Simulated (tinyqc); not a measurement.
p-type polysilicon, carrier trapping at grain boundaries: one step of the calculation.

One-dimensional grains of size Lg, uniform ionised doping N, monovalent traps Qt at each boundary at a depth Et below (for electrons) or above (for holes) the band edge there, abrupt depletion of width W on each side of a boundary, Boltzmann statistics. xi is the distance from the band edge at the grain centre to the Fermi level. Trapped charge Qt/(1 + exp((xi + VB - Et)/Vt)) = 2 N W, barrier VB = q N W^2/(2 eps0 eps_r).

Problem. Resistivity and effective mobility. n0 = NB exp(-xi/Vt); mean density n0 (1 - 2 W/Lg) by charge balance in a partly depleted grain, and n0 (sqrt(pi)/2) erf(u)/u with u = sqrt(VB/Vt) in a fully depleted one; v = sqrt(kB T/(2 pi ms m0)); barrier resistivity Vt exp(VB/Vt)/(q fe n0 v Lg); grain resistivity (1 - 2 W/Lg)/(q n0 mug); effective mobility 1/(q mean density total resistivity).

Values chosen for this exercise; values of the order met in polycrystalline silicon: temperature T = 300 K; valence-band density of states at T NB = 2.65e19 cm^-3; grain size Lg = 66 nm; mass for thermionic emission ms = 0.42 m0; correction factor of the emission rate fe = 1; mobility inside the grains mug = 230 cm^2/(V s).

Constants: q = 1.602176634e-19 C, kB = 1.380649e-23 J/K, m0 = 9.1093837015e-31 kg, Vt = kB T/q. Results are converted to the units shown.

W = 5.4539800 nm
xi = 0.10017603 V
VB = 0.012651312 V

Wanted: n0; mean density; v; barrier resistivity; grain resistivity; resistivity; effective mobility.

Solution.

n0 = 5.5000e17 cm^-3
mean density = 4.5910e17 cm^-3
v = 4.1509e6 cm/s
barrier resistivity = 0.017469 ohm cm
grain resistivity = 0.041185 ohm cm
resistivity = 0.058654 ohm cm
effective mobility = 231.78 cm^2/(V s)

The resistivity is 1.19 times that of a single crystal with the same N and mobility mug, and the mean density is 83.5 % of N. The effective mobility exceeds mug only because drift through the depleted grain is left out.

tinyqc, about 0.01 s, one thread, Intel Xeon 2.30GHz (shared host): `OMP_NUM_THREADS=1 python tinyqc.py 2830265 2830266 out.jsonl`
